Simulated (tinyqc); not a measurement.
Pressure-driven transition between two phases with analytic equations of state: one step, computed by the program tinyqc.

Each phase obeys E = E0 + (9 B0 V0/h^2) {1 + [h (1 - x) - 1] exp(h (1 - x))}, P = 3 B0 (1 - x) x^-2 exp(h (1 - x)), x = (V/V0)^(1/3), h = (3/2)(B' - 1); E0 = 0 for phase 1 and Delta E0 for phase 2. H = E + P V.

Question. Shift with temperature. Start from P = Delta E0/(V0 of phase 1 - V0 of phase 2); at each P solve P(V) = P for both phases and step P(new) = P - (H_2 - H_1)/(V_2 - V_1); stop when |H_2 - H_1| < 1e-10 eV. At the zero-temperature transition the volume change is V_2/V_1 - 1 and the work is P (V_1 - V_2). At T the condition is H_2 - H_1 - T Delta S = 0, with Delta S constant and thermal expansion left out; the Clausius-Clapeyron slope is dP/dT = Delta S/(V_2 - V_1) at the zero-temperature point.

Inputs (values chosen for the exercise, for two model phases): volume V0 of phase 1 = 9.79 angstrom^3/atom; B0 of phase 1 = 135 GPa; B' of phase 1 = 3.77; volume V0 of phase 2 = 8.87 angstrom^3/atom; B0 of phase 2 = 164 GPa; B' of phase 2 = 4.47; energy of phase 2 above phase 1, Delta E0 = 0.083 eV/atom; entropy of phase 2 less phase 1, Delta S = 0.36 k_B/atom; temperature T = 600 K.

Equation of state: Vinet.

V_2 at the transition = 8.148702 angstrom^3

V_1 at the transition = 8.834800 angstrom^3

transition pressure = 16.77910 GPa

Constants: k_B = 8.617333262e-05 eV/K; 1 eV/angstrom^3 = 160.2176634 GPa.

Give: Clapeyron slope; transition pressure at T; linear estimate at T.

Answer.

Clapeyron slope = -7.244 MPa/K

transition pressure at T = 12.58 GPa

linear estimate at T = 12.43 GPa

The dense phase has the higher entropy, so heating lowers the transition pressure. Caution: a constant Delta S holds only at high temperature; it vanishes as T goes to 0, so the shift counted from T = 0 is somewhat too large.
